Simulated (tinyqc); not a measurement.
# On-chip interconnect, size-dependent resistivity and RC delay, step by step

Numbers from tinyqc (`OMP_NUM_THREADS=1 python tinyqc.py 2100019 2100020 out.jsonl`; about 0.01 s on one thread of a shared Intel Xeon 2.30GHz). Printed values are rounded.

A rectangular line between two neighbours and two ground planes. Surface and grain-boundary scattering are added to the bulk resistivity as corrections; capacitances are parallel-plate values without fringing; inductance is ignored.

Values chosen for this exercise; metal values close to those of copper:
```
symbol,value,unit,meaning
rho0,1.72,uohm cm,bulk resistivity
lam,40.7,nm,bulk mean free path
ps,0.3,,specular share of surface scattering
Rg,0.16,,reflection coefficient of grain boundaries
gr,1.5,,grain size over the metal width
wd,13,nm,drawn line width
AR,1.4,,"aspect ratio, height over width"
tl,2.2,nm,"liner on both walls and the bottom, not conducting"
sp,13,nm,space to the neighbouring lines
hd,17,nm,dielectric height to the planes above and below
ek,4.2,,relative permittivity of the dielectric
Mf,1,,Miller factor of the neighbours
Lw,6.1,um,line length
Rd,16000,ohm,driver resistance
Cl,0.16,fF,load capacitance
dt,2.7,ps,time step
```

Constants: eps0 = 8.8541878128e-12 F/m. Results are converted to the units shown.

Range of the model: The metal width is under the mean free path, where the thick-limit surface term and the simple sum of corrections lose accuracy.

## Resistivity, resistance and capacitance per length

Metal width x = wd - 2 tl, height y = AR wd - tl; grain boundaries (Mayadas-Shatzkes): al = (lam/(gr x)) Rg/(1 - Rg), g = 1/[1 - 3 al/2 + 3 al^2 - 3 al^3 ln(1 + 1/al)] - 1; surfaces (Fuchs-Sondheimer, thick limit): s = (3/8) lam (1 - ps)(1/x + 1/y); rho = rho0 (1 + g + s); r = rho/(x y); c = eps0 ek (2 wd/hd + 2 Mf AR wd/sp).

x = 8.6 nm
y = 16 nm
al = 0.600960
g = 0.838113
s = 1.91003
rho = 6.44681 uohm cm
r = 468.518 ohm/um
c = 0.161000 fF/um

rho is 3.75 times the bulk value; surfaces add more (1.91 against 0.838). The liner takes 41.8 % of the cross-section.

## Ladder and Elmore delays

7 equal pi sections: series Rs = r Lw/7; node capacitances c Lw/7, halved at nodes 0 and 7, with Cl added to node 7; Rd feeds node 0. Elmore delay of node k: the sum, over the resistors on the path to k, of resistance times all capacitance downstream of it.

Rs = 408.280 ohm

```
node     C (fF)  Elmore delay (ps)
0     0.0701502            18.2736
1      0.140300            18.7113
2      0.140300            19.0917
3      0.140300            19.4148
4      0.140300            19.6806
5      0.140300            19.8891
6      0.140300            20.0403
7      0.230150            20.1343
```

The far-end value equals Rd (c Lw + Cl) + r Lw (c Lw/2 + Cl) for any number of pi sections; the line resistance contributes 9.24 % of it.

## Step 1: node voltages after a time step

v at t = 0, node 0 to 7 (V): 0  0  0  0  0  0  0  0

A 1 V step is applied behind Rd at t = 0. C dv/dt = -G v + b, with G the conductance matrix of the ladder (1/Rs between neighbours, 1/Rd added at node 0) and b = (1 V/Rd, 0, ...). Trapezoidal step: (C/dt + G/2) v(new) = (C/dt - G/2) v + b.

v at t = 1 dt, node 0 to 7 (V): 0.233438  0.193312  0.161389  0.136313  0.117022  0.102696  0.092727  0.086693

## Step 2: node voltages after a time step

As before.

v at t = 2 dt, node 0 to 7 (V): 0.256758  0.258853  0.255525  0.249344  0.242175  0.235351  0.229799  0.226128

## Course in time

A 1 V step is applied behind Rd at t = 0. C dv/dt = -G v + b, with G the conductance matrix of the ladder (1/Rs between neighbours, 1/Rd added at node 0) and b = (1 V/Rd, 0, ...). Trapezoidal step: (C/dt + G/2) v(new) = (C/dt - G/2) v + b. The last column solves the same ladder exactly by its modes.

Voltages (V):
```
t (ps)  node 0  node 3  node 7  node 7, exact
2.700   0.2334  0.1363  0.0867         0.1024
5.400   0.2568  0.2493  0.2261         0.2181
8.100   0.4110  0.3407  0.3162         0.3190
10.80   0.4399  0.4333  0.4082         0.4068
13.50   0.5522  0.4985  0.4843         0.4834
16.20   0.5751  0.5712  0.5497         0.5500
18.90   0.6613  0.6192  0.6097         0.6081
21.60   0.6766  0.6751  0.6582         0.6586
24.30   0.7446  0.7111  0.7042         0.7027
27.00   0.7532  0.7537  0.7407         0.7410
29.70   0.8079  0.7808  0.7757         0.7744
32.40   0.8113  0.8133  0.8034         0.8035
```

The far end of the ladder reaches 0.5 V at 14.14 ps, 0.702 of its Elmore delay (ln 2 = 0.693 for a single pole); the slowest mode has a time constant of 19.55 ps. The largest error of the trapezoidal steps at that node is 16 mV.
